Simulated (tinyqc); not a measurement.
Resistance of a tapered via with liner, size effect and interface: one step of the calculation.

A round via whose diameter grows from db at the bottom as D(z) = db + 2 z/tan(ang). The fill, of diameter D - 2 tl, starts above the bottom liner (thickness fb tl) and has rho = rho0 (1 + ks lam/(D - 2 tl)); the sidewall liner conducts in parallel with it. The bottom liner and the interface are crossed over the full area pi db^2/4. Spreading in the lines above and below is left out.

Question. Total resistance. R_fill = sum of the slices; R_bottom = rl fb tl/(pi db^2/4); R_interface = ri/(pi db^2/4); ballistic (Sharvin) limit 1/(Sb pi (db - 2 tl)^2/4); ideal cylinder rho0 hv/(pi db^2/4).

Values chosen for this exercise; fill metal close to copper: diameter at the bottom db = 27 nm; height hv = 65 nm; bulk resistivity of the fill rho0 = 1.68 uohm cm; liner on the sidewall tl = 2.1 nm; liner at the bottom over that on the sidewall fb = 0.5; resistivity of the liner rl = 440 uohm cm; interface resistivity at the bottom ri = 4.7e-12 ohm cm^2; ballistic conductance per area, about 3/(4 rho0 lam) Sb = 1.1e15 S/m^2.

slice resistance, slice 0 to 6 (ohm): 0.96470340  0.81304715  0.69302132  0.59663321  0.51822009  0.45368931  0.40002992

Find: parts; R; shares; ballistic limit; ideal cylinder.

Answer.

parts (ohm): fill 4.439, bottom liner 8.069, interface 0.8209
R = 13.33 ohm
shares (%): fill 33.31, bottom liner 60.54, interface 6.16
ballistic limit = 2.227 ohm
ideal cylinder = 1.907 ohm

The bottom liner is the largest part, and R is 6.99 times the ideal cylinder. With 2000 slices R = 13.336 ohm.

Computed by the program tinyqc: `OMP_NUM_THREADS=1 python tinyqc.py 2750001 2750002 out.jsonl`, one thread of a shared Intel Xeon 2.30GHz, about 0.01 s for the whole run.
